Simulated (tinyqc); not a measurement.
Solid solubility of a dopant against its melt (retrograde solidus), clustering and the electrically active fraction: one step, computed by the program tinyqc.

Task: Active fraction after the anneal. A highly soluble donor (another dopant than that of the solidus) is limited by clustering. Donors N_a are active, and clusters hold m atoms each: N_t = N_a + m C, m C = N* (N_a/N*)^m (n/N*)^m, each atom taking one electron, n = N_a/2 + sqrt(N_a^2/4 + n_i^2), n_i = prefactor x T^1.5 exp(-E_i/(k_B T)), with N*(T) = N*(1273 K) exp[-(E_b/k_B)(1/T - 1/1273)]. Resistivity = 1/(e mu N_a).

Inputs (values chosen for the exercise, of the order of those of tin in silicon for the solubility):
```
quantity                                       value            unit
total dopant density N_t                     3.1e+20          1/cm^3
atoms per cluster m                                2               -
cluster scale N* at 1273 K                   4.1e+20          1/cm^3
activation energy E_b of the cluster scale      0.31              eV
anneal temperature T_a                          1375               K
prefactor of n_i                            3.85e+16  1/(cm^3 K^1.5)
energy E_i in n_i                              0.601              eV
mobility mu                                       40      cm^2/(V s)
```

Clustering: clusters that take up free electrons.

Constants: k_B = 8.617333262e-05 eV/K; e = 1.602176634e-19 C.

Give: N*(T_a); active density N_a; active fraction; resistivity.

Result:

N*(T_a) = 5.056e+20 1/cm^3

active density N_a = 2.692e+20 1/cm^3

active fraction = 0.8684

resistivity = 0.5796 milliohm cm

Doubling the dose would raise N_a by only 51 %. Caution: this clustering law is a generic form; degeneracy and a doping-dependent mobility are left out.
